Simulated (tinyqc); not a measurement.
Conductance against temperature: thermal boundary conductance by the acoustic and diffuse mismatch models. Computed by tinyqc, a small Python program. Command: `OMP_NUM_THREADS=1 python tinyqc.py 3019672 3019673 out.jsonl kapitza walk`. One thread of a shared host (Intel(R) Xeon(R) Processor @ 2.30GHz), about 0.01 s of CPU time with the checks.

Each side has one longitudinal and two transverse Debye branches, omega = v q up to q_D = (6 pi^2 n)^(1/3), with n counting all atoms. Scattering at the interface is elastic. Electrons are left out of G, also for metals. Melting is ignored. G refers to the temperatures of the phonons sent towards the interface. Linear branches over all atoms overstate G at high T, most for crystals with several atoms a cell.

Inputs (values chosen for the exercise, modelled on germanium (side 1) and lead (side 2)):

| quantity | value | unit |
|---|---|---|
| density rho_1 | 5.41 | g/cm^3 |
| longitudinal velocity vL_1 | 5370 | m/s |
| transverse velocity vT_1 | 3260 | m/s |
| atom density n_1 | 43.5 | 1/nm^3 |
| density rho_2 | 11.3 | g/cm^3 |
| longitudinal velocity vL_2 | 2410 | m/s |
| transverse velocity vT_2 | 990 | m/s |
| atom density n_2 | 32.5 | 1/nm^3 |

Structure: film on a substrate.

Constants: hbar = 1.054571817e-34 J s; k_B = 1.380649e-23 J/K.

Method:
- omega_c = v q_D for each branch, given as hbar omega_c/k_B; impedance Z = rho v.
- No mode conversion. t(theta) = 4 Z_1 Z_2 cos(theta_1) cos(theta_2)/N^2, with N = Z_2 cos(theta_1) + Z_1 cos(theta_2) for L (the form for pressure waves) and N = Z_1 cos(theta_1) + Z_2 cos(theta_2) for both T branches (the form for shear waves polarised along the interface); sin(theta_2) = (v_2/v_1) sin(theta_1), and t = 0 beyond the critical angle arcsin(v_1/v_2); the mean over the incoming flux is alpha = 2 int t sin(theta_1) cos(theta_1) d theta_1 (64 Gauss-Legendre points).
- G = (k_B^4 T^3/(8 pi^2 hbar^3)) int W(x) x^4 e^x/(e^x - 1)^2 dx, x = hbar omega/(k_B T). Acoustic mismatch: W = sum over the three branches of alpha(1 to 2)/v_1^2, each up to the lower of its two cut-offs. Diffuse mismatch: W = S_1 S_2/(S_1 + S_2), where S_i sums 1/v^2 over the branches of side i still below their cut-off. Radiation limit: W = min(S_1, S_2). The integral is split at the four cut-offs (64 Gauss-Legendre points a piece, x at most 45).

Branches:

| branch | v (m/s) | cut-off (K) | Z (1e6 kg/(m^2 s)) |
|---|---|---|---|
| L, side 1 | 5370 | 562.273 | 29.0517 |
| T, side 1 | 3260 | 341.343 | 17.6366 |
| L, side 2 | 2410 | 228.975 | 27.2330 |
| T, side 2 | 990 | 94.060 | 11.1870 |

Transmission:

| branch | t at normal incidence | largest angle from side 1 (deg) | alpha, 1 to 2 | alpha, 2 to 1 |
|---|---|---|---|---|
| L | 0.998956 | 90 | 0.911365 | 0.183560 |
| T | 0.949931 | 90 | 0.953374 | 0.087922 |

G (MW/(m^2 K)):

| T (K) | acoustic mismatch | diffuse mismatch | radiation limit |
|---|---|---|---|
| 2 | 0.017207 | 0.016510 | 0.018173 |
| 5 | 0.26884 | 0.25796 | 0.28395 |
| 10 | 2.0786 | 2.0214 | 2.2512 |
| 20 | 10.466 | 12.486 | 16.131 |
| 40 | 29.477 | 53.205 | 82.905 |
| 80 | 52.272 | 115.30 | 190.54 |
| 150 | 63.442 | 147.37 | 246.71 |
| 300 | 67.642 | 159.58 | 268.13 |
| 600 | 68.770 | 162.87 | 273.90 |
| 1000 | 69.015 | 163.58 | 275.16 |

What follows from these numbers?

All three follow T^3 at the cold end (exponent 3.00 for the diffuse model) and flatten at high T (exponent 0.01 at the hot end); the lowest cut-off is 94 K. The ratio of diffuse to acoustic goes from 0.96 to 2.37. The plateau is set by the frequencies that both sides share.

Extremes, crossings and ranges named in words are read from the listed rows.
